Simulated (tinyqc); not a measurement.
Defect equilibria of an oxide against oxygen pressure (mass action). From one set of inputs to another, one input at a time. Computed by tinyqc, a small Python program. Command: `OMP_NUM_THREADS=1 python tinyqc.py 3028414 3028415 out.jsonl brouwer ladder`. One thread of a shared host (Intel(R) Xeon(R) Processor @ 2.30GHz), about 0.02 s of CPU time with the checks.

Defects: oxygen vacancies V (charge +2), electrons n, holes p, the ionic partner X = V_M'''' (charge -4), and the dopant. Activities are taken equal to concentrations.

The inputs printed are set A. Inputs not listed in the table keep their values of set A, so the rows need not describe a real material.

Inputs (values chosen for the exercise, for a model oxide): reduction enthalpy H_r = 5.31 eV; prefactor K_r0 = 3.4e+70 cm^-9 atm^(1/2); gap E_g = 4 eV; prefactor N_c N_v = 6e+40 cm^-6; disorder enthalpy H_s = 3.57 eV; prefactor K_s0 = 1.3e+67 cm^-9; dopant density N_d = 1.5e+19 cm^-3; temperature T = 1400 K; oxygen pressure P = 0.0006 atm; electron mobility mu_n = 0.89 cm^2/(V s); hole mobility mu_p = 0.82 cm^2/(V s); vacancy diffusion prefactor D_0 = 0.072 cm^2/s; vacancy migration energy E_m = 0.77 eV.

Ionic disorder: Schottky, oxide MO2. Dopant (singly charged, fully ionised): donor.

Constants: k_B = 8.617333262e-05 eV/K; e = 1.602176634e-19 C.

Method:
- K_r = K_r0 exp(-H_r/k_B T) = [V] n^2 P^(1/2); K_i = N_c N_v exp(-E_g/k_B T) = n p; K_s = K_s0 exp(-H_s/k_B T) = [X] [V]^2.
- Neutrality: 2 [V] + p + N_d = n + 4 [X]. With n as the unknown, [V] = K_r/(n^2 P^(1/2)), p = K_i/n, [X] = K_s/[V]^2; the log ratio is ln(positive/negative).
- The root is found by 60 bisections in ln n between n = 1e-10 and 1e25 cm^-3.
- sigma_n = e n mu_n, sigma_p = e p mu_p, sigma_ion = 2 e [V] mu_V with mu_V = 2 e D/(k_B T) and D = D_0 exp(-E_m/k_B T); only the oxygen vacancies carry ionic current, and the ionic transport number is sigma_ion over the total.

Each row keeps all changes above it:
```
input moved                           from       to  [V] (cm^-3)  [X] (cm^-3)  total conductivity (S/cm)
set A                                    -        -    6.773e+17    3.990e+18                      0.057
reduction enthalpy H_r (eV)           5.31     5.51    6.728e+17    4.043e+18                      0.025
gap E_g (eV)                             4      2.4    6.728e+17    4.043e+18                      0.025
vacancy migration energy E_m (eV)     0.77      1.2    6.728e+17    4.043e+18                      0.025
disorder enthalpy H_s (eV)            3.57     5.24    8.404e+14    2.522e+18                      0.701
prefactor K_r0 (cm^-9 atm^(1/2))   3.4e+70  7.7e+69    7.540e+14    3.133e+18                      0.352
dopant density N_d (cm^-3)         1.5e+19  3.5e+20    1.439e+14    8.609e+19                      0.806
oxygen pressure P (atm)             0.0006    5e-05    1.449e+14    8.488e+19                      1.495
```

[V] goes from 6.77e17 to 1.45e14, a factor 2.14e-4 in all. The largest single move comes from disorder enthalpy H_s (a factor 0.00125). [X] goes from 3.99e18 to 8.49e19, a factor 21.3 in all. The largest single move comes from dopant density N_d (a factor 27.5), and disorder enthalpy H_s works against it (a factor 0.624). Total conductivity goes from 0.0570 to 1.49, a factor 26.2 in all. The largest single move comes from disorder enthalpy H_s (a factor 28.2), and reduction enthalpy H_r works against it (a factor 0.442). The single moves hold for this order of the switches; the total does not depend on the order.

Caution (rows disorder enthalpy H_s, prefactor K_r0, dopant density N_d, oxygen pressure P): X far outnumbers the oxygen vacancies, so the ionic conductivity given leaves out the majority ionic defect.

Extremes, crossings and ranges named in words are read from the listed rows.
